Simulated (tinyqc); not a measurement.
Worked calculation: geometry optimisation on the RHF/sto-3g surface (energies and gradients from PySCF), for BeH2, spin multiplicity 1. Computed by tinyqc, a small Python program that keeps every step (integrals from PySCF). Settings: charge = 0, multiplicity = 1, basis = sto-3g, optimiser = sd, first Hessian = 0.15, largest step = 0.5, iteration cap = 30. Command: `OMP_NUM_THREADS=1 python tinyqc.py 22693 22694 out.jsonl` (the two numbers bound the seeds that draw the settings). One thread of a shared host (Intel(R) Xeon(R) Processor @ 2.60GHz), about 2 s of CPU time with the checks.

## Step 1: energy and gradient

positions at the start (bohr):
```
            x          y          z
1Be  0.066140  -0.153068  -0.026456
2H   0.024566   2.560579   0.296687
3H   0.037795  -2.685301   0.268341
```

Self-consistent energy and analytic gradient at these positions.

energy = -15.54971479 hartree

gradient (hartree/bohr):
```
               x            y            z
1Be   0.00228906  -0.02988378  -0.01982343
2H   -0.00139800   0.05217607   0.01153028
3H   -0.00089106  -0.02229229   0.00829315
```

## Step 1: move

Steepest descent, p = -g / 0.15; steps longer than 0.5 bohr are cut back.

positions after step 1 (bohr):
```
            x          y         z
1Be  0.050880   0.046157  0.105700
2H   0.033886   2.212738  0.219818
3H   0.043735  -2.536686  0.213053
```

## Step 2: energy and gradient

As before.

energy = -15.54832517 hartree

gradient (hartree/bohr):
```
               x            y            z
1Be  -0.00000639   0.11516790  -0.00190037
2H    0.00035183  -0.08443843  -0.00169002
3H   -0.00034544  -0.03072947   0.00359039
```

## Step 2: move

Steepest descent, p = -g / 0.15; steps longer than 0.5 bohr are cut back (factor 0.513 here).

positions after step 2 (bohr):
```
            x          y         z
1Be  0.050902  -0.347871  0.112202
2H   0.032683   2.501631  0.225601
3H   0.044917  -2.431550  0.200770
```

## Convergence

Stop when the largest gradient component is below 3e-5 hartree/bohr.

Course of the optimisation:
```
step   E (hartree)  largest gradient (hartree/bohr)
1     -15.54971479                         5.22e-02
2     -15.54832517                         1.15e-01
3     -15.52610190                         1.90e-01
4     -15.54939994                         9.27e-02
5     -15.52633922                         1.86e-01
6     -15.54945553                         9.06e-02
7     -15.52641842                         1.86e-01
8     -15.54948078                         9.08e-02
9     -15.52645256                         1.86e-01
10    -15.54949175                         9.08e-02
11    -15.52646739                         1.86e-01
12    -15.54949651                         9.08e-02
13    -15.52647382                         1.86e-01
14    -15.54949858                         9.08e-02
15    -15.52647661                         1.86e-01
16    -15.54949947                         9.08e-02
17    -15.52647782                         1.86e-01
18    -15.54949986                         9.08e-02
19    -15.52647835                         1.86e-01
20    -15.54950003                         9.08e-02
21    -15.52647857                         1.86e-01
22    -15.54950011                         9.08e-02
23    -15.52647867                         1.86e-01
24    -15.54950014                         9.08e-02
25    -15.52647872                         1.86e-01
26    -15.54950015                         9.08e-02
27    -15.52647873                         1.86e-01
28    -15.54950016                         9.08e-02
29    -15.52647874                         1.86e-01
30    -15.54950016                         9.08e-02
```

Distances after the last move, whose energy is not in the table (angstrom):
```
pair    distance
2H-1Be  1.519067
3H-1Be  1.110198
3H-2H   2.629265
```

Not converged within 30 steps: the energy rises at some steps, so steps overshoot. Reruns: method bfgs, first Hessian 0.6, largest step 0.3: converged in 10 (E = -15.56135).
